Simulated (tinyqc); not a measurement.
# Worked calculation: MESFET, gradual channel with velocity saturation

Computed by the program tinyqc: `OMP_NUM_THREADS=1 python tinyqc.py 2500036 2500037 out.jsonl`, one thread of a shared Intel Xeon 2.30GHz, about 0.05 s for the whole run. Printed values are rounded.

A uniformly doped n-type channel, depleted from the top by a Schottky gate; at channel potential V the depleted share of a is u = sqrt((Vbi - Vg + V)/Vp), s at the source. Electrons drift with v = mu E/(1 + mu E/vsat). Abrupt depletion edge, no series resistance, source at 0.

Parameters, values chosen for the exercise; material values close to those of silicon: temperature T = 250 K; relative permittivity of the semiconductor eps_r = 11.6; conduction-band density of states at T Nc = 2.15e19 cm^-3; donor density of the channel Nd = 8.5e16 cm^-3; channel thickness a = 260 nm; low-field mobility at this doping mu = 770 cm^2/(V s); saturation velocity vsat = 1.3e7 cm/s; gate length L = 5 um; gate width W = 300 um; Schottky barrier phiB = 0.72 V; gate voltage Vg = -1.4 V; drain voltage Vd = 1.8 V.

Constants: q = 1.602176634e-19 C, kB = 1.380649e-23 J/K, Vt = kB T/q, eps0 = 8.8541878128e-14 F/cm where lengths are in cm. Results are converted to the units shown.

## Built-in and pinch-off voltages

Vbi = phiB - Vt ln(Nc/Nd); Vp = q Nd a^2/(2 eps0 eps_r); G0 = q mu Nd a W/L; Z = mu Vp/(vsat L); s = sqrt((Vbi - Vg)/Vp). VT = Vbi - Vp.

Vbi = 0.6007974 V
Vp = 4.481664 V
VT = -3.880867 V
G0 = 16.35854 mS
Z = 0.5309048
s = 0.6681622

Z = 0.531: velocity saturation matters.

## Current below saturation

u = sqrt((Vbi - Vg + Vd)/Vp). I = (G0 Vp/3) F/(1 + Z (u^2 - s^2)), F = 3 (u^2 - s^2) - 2 (u^3 - s^3), with u at V = Vd; Z = 0 gives constant mobility, for which u stops at 1.

u = 0.9209111
F = 0.2394917
I for Z = 0 = 5.852658 mA
I = 4.824027 mA

The falling mobility lowers the current by 17.6 %.

## Iteration 1: the saturation point by Newton steps

u at the start = 0.83

a is the channel (half-)thickness, Vp its pinch-off voltage and Z = mu Vp/(vsat L); an iterate with u > 1 is an overshoot, not a physical state. f = (1 - u)(1 + Z (u^2 - s^2)) - Z F/3, F = 3 (u^2 - s^2) - 2 (u^3 - s^3); f' = -(1 + Z (u^2 - s^2)); u(new) = u - f/f'.

f = 0.1599590
f' = -1.128723
u after iteration 1 = 0.9717168

## Iteration 2: the saturation point by Newton steps

As before.

f = -0.009353563
f' = -1.264281
u after iteration 2 = 0.9643184

## Course of the iteration: the saturation point by Newton steps

Stop when u changes by less than 1e-10, or after 60 iterations.

Course of the iteration:

| iteration | u | \|change\| |
|---|---|---|
| 1 | 0.9717168 | 0.142 |
| 2 | 0.9643184 | 7.40e-3 |
| 3 | 0.9642960 | 2.24e-5 |
| 4 | 0.9642960 | 2.05e-10 |
| 5 | 0.9642960 | 0 |

Converged in 5 iterations. At the end the number of correct digits about doubles with each step.

## Saturation voltage, current and transconductance

um = 0.9642960

Vdsat = Vp (um^2 - s^2); Isat = (G0 Vp/Z)(1 - um), which is q Nd vsat a W (1 - um); gm = G0 (um - s)/(1 + Z (um^2 - s^2)). For Z = 0: Vdsat = Vp (1 - s^2), Isat = (G0 Vp/3)(1 - 3 s^2 + 2 s^3), gm = G0 (1 - s).

Vdsat = 2.166553 V
Isat = 4.930418 mA
gm = 3.854936 mS
Vdsat for Z = 0 = 2.480867 V
Isat for Z = 0 = 6.287059 mA
gm for Z = 0 = 5.428383 mS

The current saturates with 3.57 % of the channel still open at the drain, at 0.784 of the constant-mobility current.
